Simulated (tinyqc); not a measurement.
ESD clamp with bipolar snapback, compact model and design window: one step of the calculation.

The drain junction multiplies the current that enters it: Igen = (M - 1)(Ic + I0), M = 1/(1 - (Vj/BV)^n). The generated holes leave through the substrate resistance and the base of the parasitic npn: Igen = Vb/Rb + Ic/be, Ic = Is exp(Vb/Vt). Terminal current I = Ic + I0 + Igen and voltage V = Vj + I Ro, per width. Isothermal, constant gain.

Task. Base voltage at the failure current. I(Vb) = Ic (1 + 1/be) + I0 + Vb/Rb, I' = Ic (1 + 1/be)/Vt + 1/Rb; Newton steps on ln I: Vb(new) = Vb - ln(I/It2) I/I'. V follows from the introduction.

Inputs (values chosen for the exercise); values close to those of grounded-gate n-channel clamps:
```
symbol    value    unit                               meaning
T           300       K                           temperature
BV         11.8       V            junction breakdown voltage
n           2.7                exponent of the multiplication
be          7.2             current gain of the parasitic npn
Is      2.8e-17    A/um                    saturation current
I0      4.8e-12    A/um                      junction leakage
Rb        10000  ohm um                  substrate resistance
Ro          260  ohm um  drain ballast and contact resistance
It2         5.9   mA/um            failure current for 100 ns
```

Constants: q = 1.602176634e-19 C, kB = 1.380649e-23 J/K, Vt = kB T/q. Results are converted to the units shown.

Vb after iteration 1 = 0.87165246 V

Wanted: I; V; I'; Vb after iteration 2.

Result.

I = 14.107 mA/um
V = 9.1688 V
I' = 542.43 mS/um
Vb after iteration 2 = 0.84898 V

Program tinyqc, `OMP_NUM_THREADS=1 python tinyqc.py 2670004 2670005 out.jsonl`; Intel Xeon 2.30GHz, shared host, one thread, about 0.01 s.
